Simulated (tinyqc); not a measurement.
## K factor and largest bandwidth from two damping rates

Problem. The damping of a laser follows gamma = K fR^2 + gamma0. With gamma0 neglected, the largest 3 dB bandwidth is 2 sqrt(2) pi/K, reached where gamma = sqrt(2) 2 pi fR. Find K, gamma0 and that bandwidth.

gamma at fR = 3.1 and 11.6 GHz (1/ns): [5.744, 55.724000]

Answer. gamma is linear in fR^2: slope K, intercept gamma0.

K = 0.4000 ns
gamma0 = 1.900 1/ns
largest f3dB = 22.21 GHz

tinyqc, about 0.01 s, one thread, Intel Xeon 2.30GHz (shared host): `OMP_NUM_THREADS=1 python tinyqc.py 2840017 2840018 out.jsonl`
